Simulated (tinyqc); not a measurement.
Surface potential of a MOS transistor: implicit equation and explicit approximations: one step of the calculation.

p-type body, charge-sheet picture, depletion and inversion only, full ionisation (an idealisation for deep acceptors), Boltzmann statistics (rough once Na exp(x - xn) passes about Nc/7). In units of Vt: xg = (Vg - Vfb)/Vt, x = psi/Vt, G = gamma/sqrt(Vt), xn = (2 phiF + Vc)/Vt. The implicit equation is (xg - x)^2 = G^2 [x - 1 + exp(x - xn)] for x above about 3. Cox = eps0 eox/tox.

Question. Explicit approximation. Depletion value a = 1 + [sqrt(G^2/4 + xg - 1) - G/2]^2; inversion value b = xn + ln[(xg - xn)^2/G^2 - xn + 1] and first guess y = min(a, b) - ln(1 + exp(-|a - b|)) if a > xn + 1, else b = y = a; one second-order correction with D = exp(y - xn), p = 2 (xg - y) + G^2 (1 + D), w = (xg - y)^2 - G^2 (y - 1 + D): z = y + 2 w/(p + sqrt(p^2 - 2 (2 - G^2 D) w)), or the Newton step z = y + w/p where the root is not real.

G = 1.1934965
xn = 69.915546
xg = 92.449328

Wanted: a; b; y; p; w; z.

Answer.

a = 81.73
b = 75.58
y = 75.57
p = 443.9
w = -230.2
z = 74.73

The root of the implicit equation is x = 74.8776; y misses it by 0.70 and z by -0.15, in units of Vt.

Computed by the program tinyqc: `OMP_NUM_THREADS=1 python tinyqc.py 2122069 2122070 out.jsonl`, one thread of a shared Intel Xeon 2.30GHz, about 0.01 s for the whole run.
